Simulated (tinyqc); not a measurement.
# From majority density p back to acceptor density N_A

Model: charge neutrality of a doped semiconductor with incomplete ionisation. Computed by tinyqc, a small Python program. Command: `OMP_NUM_THREADS=1 python tinyqc.py 3025438 3025439 out.jsonl dopant inv`. One thread of a shared host (Intel(R) Xeon(R) Processor @ 2.30GHz), about 0.07 s of CPU time with the checks.

Energies are counted from the top of the valence band; E_D is measured down from the conduction band and E_A up from the valence band.

Inputs (values chosen for the exercise, for a model semiconductor):

| quantity | value | unit |
|---|---|---|
| gap at 0 K E_g0 | 0.739 | eV |
| Varshni alpha | 0.000438 | eV/K |
| Varshni beta | 297 | K |
| electron mass m_e | 0.254 | m_0 |
| valleys M_c | 4 | - |
| hole mass m_h | 0.433 | m_0 |
| donor density N_D | 6.6e+12 | cm^-3 |
| donor depth E_D | 0.00878 | eV |
| acceptor depth E_A | 0.0108 | eV |
| donor degeneracy g_D | 2 | - |
| acceptor degeneracy g_A | 2 | - |
| temperature T | 200 | K |
| iteration cap | 60 | - |

Doping: p-type, compensated. Statistics of the bands: Fermi-Dirac. Solver: bisection. Start of Newton steps: intrinsic level E_i.

Constants: m_0 = 9.1093837015e-31 kg; k_B = 1.380649e-23 J/K; h = 6.62607015e-34 J s; k_B = 8.617333262e-05 eV/K.

Method:
- E_g = E_g0 - alpha T^2/(T + beta).
- N_c = 2 M_c (2 pi m_e k_B T/h^2)^(3/2) and N_v = 2 (2 pi m_h k_B T/h^2)^(3/2), masses in units of m_0.
- n_i = sqrt(N_c N_v) exp(-E_g/(2 k_B T)); E_i = E_g/2 + (k_B T/2) ln(N_v/N_c).
- n = N_c F_1/2((E_F - E_g)/k_B T), p = N_v F_1/2(-E_F/k_B T).
- F_1/2(eta) = (2/sqrt(pi)) int_0^infinity sqrt(x)/(1 + exp(x - eta)) dx, by the trapezoid rule in t = sqrt(x) with step 0.02 up to t = 12 (for eta < -12 by exp(eta) - exp(2 eta)/2^(3/2)).
- N_D+ = N_D/(1 + g_D exp((E_F - E_g + E_D)/k_B T)).
- N_A- = N_A/(1 + g_A exp((E_A - E_F)/k_B T)).
- Neutrality: p + N_D+ = n + N_A-; the log ratio is ln[(p + N_D+)/(n + N_A-)].
- Bisection of the log ratio between E = -0.3 and E_g + 0.3 eV; stop when |log ratio| < 1e-9.

Question. A run gave the result below. Find the acceptor density N_A, known to lie between 1.9e+14 and 5.4e+14 cm^-3.

majority density p = 2.692286e+14 cm^-3

Answer.

Each step takes the trial c = (a f_b - b f_a)/(f_b - f_a), f being the result less the target and a, b, c the logarithms of the listed values; c replaces end b, the old b replaces a if the sign of f changed, and otherwise f_a is halved.

Scan of the range:

| acceptor density N_A (cm^-3) | majority density p (cm^-3) |
|---|---|
| 1.90e+14 | 1.83367e+14 |
| 2.26e+14 | 2.19352e+14 |
| 2.69e+14 | 2.62332e+14 |
| 3.20e+14 | 3.13304e+14 |
| 3.81e+14 | 3.74263e+14 |
| 4.54e+14 | 4.47205e+14 |
| 5.40e+14 | 5.33123e+14 |

False position (Illinois rule, in the logarithm of the input) inside the bracket:

| step | end a | end b | trial | majority density p (cm^-3) |
|---|---|---|---|---|
| 1 | 2.69000e+14 | 3.20000e+14 | 2.75393e+14 | 2.68722e+14 |
| 2 | 3.20000e+14 | 2.75393e+14 | 2.75863e+14 | 2.69192e+14 |
| 3 | 3.20000e+14 | 2.75863e+14 | 2.75931e+14 | 2.69260e+14 |
| 4 | 2.75863e+14 | 2.75931e+14 | 2.75900e+14 | 2.69229e+14 |
| 5 | 2.75931e+14 | 2.75900e+14 | 2.75900e+14 | 2.69229e+14 |

Majority density p rises at every point of a 13-point scan of the range (every second point is shown), so one value fits; it is bracketed by 2.69e14 and 3.20e14. Answer: acceptor density N_A = 2.759e14 cm^-3.
